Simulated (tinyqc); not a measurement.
# From one set of inputs to another, one input at a time

Model: anisotropic elasticity and sound waves of a cubic crystal. Computed by tinyqc, a small Python program. Command: `OMP_NUM_THREADS=1 python tinyqc.py 3004208 3004209 out.jsonl cubicelastic ladder`. One thread of a shared host (Intel(R) Xeon(R) Processor @ 2.30GHz), about 0.01 s of CPU time with the checks.

Voigt order 1..6 = xx, yy, zz, yz, xz, xy, with engineering shear strains. The rotated frame has x' as named, z' along the wafer normal and y' = z' x x'.

The inputs printed are set A. Set A is modelled on nickel; the values taken over come from a set modelled on cubic silicon carbide. Inputs not listed in the table keep their values of set A, so the rows need not describe a real material.

Inputs (values chosen for the exercise, modelled on nickel):
```
quantity                                value   unit
C11                                       243    GPa
C12                                     153.5    GPa
C44                                     123.4    GPa
expansion coefficient of the film          13  ppm/K
expansion coefficient of the substrate    7.5  ppm/K
cooling Delta T                           500      K
```

Frame: (112) wafer, x' along [1-10].

direction cosines a (rows x', y', z' in the cube axes):
```
            x           y           z
x'  0.7071068  -0.7071068   0.0000000
y'  0.5773503   0.5773503  -0.5773503
z'  0.4082483   0.4082483   0.8164966
```

Method:
- S11 = (C11 + C12)/D, S12 = -C12/D, D = (C11 - C12)(C11 + 2 C12), S44 = 1/C44. Zener ratio A = 2 C44/(C11 - C12); S0 = S11 - S12 - S44/2; H = 2 C44 + C12 - C11.
- C'_ijkl = C12 delta_ij delta_kl + C44 (delta_ik delta_jl + delta_il delta_jk) - H sum_m a_im a_jm a_km a_lm.
- Invert C' to S'. E along x' = 1/S'11, along y' = 1/S'22; Poisson ratios nu(x'y') = -S'12/S'11 and nu(x'z') = -S'13/S'11; in-plane shear modulus 1/S'66.
- On cooling, a thick substrate imposes eps_1 = eps_2 = (alpha_film - alpha_substrate) Delta T and eps_6 = 0; the free surface sets sigma_3 = sigma_4 = sigma_5 = 0, which fixes eps_3, eps_4, eps_5. Biaxial modulus M = (sigma_1 + sigma_2)/(2 eps); energy density M eps^2. Elastic response and constant coefficients are assumed.

Each row keeps all changes above it:
```
input moved                                      from     to  E along x' (GPa)  E along y' (GPa)  stress along x' (MPa)
set A                                               -      -             222.5             302.4                  778.7
expansion coefficient of the film (ppm/K)          13    2.7             222.5             302.4                 -679.6
C44 (GPa)                                       123.4  254.4             289.8             521.8                 -713.5
C12 (GPa)                                       153.5  142.9             305.1             515.3                 -741.6
expansion coefficient of the substrate (ppm/K)    7.5    5.7             305.1             515.3                 -463.5
cooling Delta T (K)                               500    200             305.1             515.3                 -185.4
C11 (GPa)                                         243  393.5             467.6             555.3                 -308.4
```

Where does the difference come from?

E along x' goes from 223 to 468, a factor 2.10 in all. The largest single move comes from C11 (a factor 1.53). E along y' goes from 302 to 555, a factor 1.84 in all. The largest single move comes from C44 (a factor 1.73). Stress along x' goes from 779 to -308, -1.09e+03 in all. The largest single move comes from expansion coefficient of the film (-1.46e+03), and expansion coefficient of the substrate works against it (+278). The single moves hold for this order of the switches; the total does not depend on the order.

Caution (all rows): the thermal stress of this film exceeds 200 MPa, which can relax by slip, cracking or buckling in a real film.

Extremes, crossings and ranges named in words are read from the listed rows.
